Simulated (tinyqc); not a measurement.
Inside a calculation. Method: tight binding, honeycomb lattice. Computed by tinyqc, a small Python program that keeps every step. Settings: t1 = 2.99, t2 = 0, phi = 0, delta = 0, points = 5. Command: `OMP_NUM_THREADS=1 python tinyqc.py 25808 25809 out.jsonl` (the two numbers bound the seeds that draw the settings). One thread of a shared host (Intel(R) Xeon(R) Processor @ 2.60GHz), about 0.01 s of CPU time with the checks.

## Bloch Hamiltonian at k

Parameters chosen for this model:
```
parameter,value,unit
t1,2.990000,"eV, nearest"
t2,0,"eV, second neighbours"
phi,0,"rad, phase of t2 (Haldane)"
delta,0,"eV, +/- on A and B"
```

k point k (fractions of the reciprocal vectors): 0.060000  0.060000

H_AB = -t1 (1 + exp(-i k.a1) + exp(-i k.a2)); H_AA = delta - 2 t2 sum cos(k.b + phi), H_BB = -delta - 2 t2 sum cos(k.b - phi), b = a1, a2 - a1, -a2.

H(k) at k (eV):
```
,A,B
A,0.000000,-8.550063+2.201385i
B,-8.550063-2.201385i,0.000000
```

## Levels at k

Diagonalise the Hermitian matrix.

eigenvalues (eV): -8.828912  8.828912

weights |c|^2 of the basis functions:
```
,band 1,band 2
A,0.500000,0.500000
B,0.500000,0.500000
```

## Bloch Hamiltonian at K

k point K (fractions of the reciprocal vectors): 0.333333  0.666667

As before.

H(k) at K (eV):
```
,A,B
A,0.000000,0.000000
B,0.000000,0.000000
```

## Levels at K

As before.

eigenvalues (eV): 0.000000  0.000000

## Bands along a path

The same steps at evenly spaced points between the labelled ones.

Bands along the path (eV):
```
k,band 1,band 2
G,-8.970000,8.970000
G-K 0.33,-7.570946,7.570946
G-K 0.67,-4.028416,4.028416
K,0,0
K-M 0.33,-1.590946,1.590946
K-M 0.67,-2.629362,2.629362
M,-2.990000,2.990000
M-K' 0.33,-2.629362,2.629362
M-K' 0.67,-1.590946,1.590946
K',0,0
```

With 1 band(s) filled, the highest filled level on these points lies at K and the lowest empty one at K: the bands touch or overlap, so there is no gap.
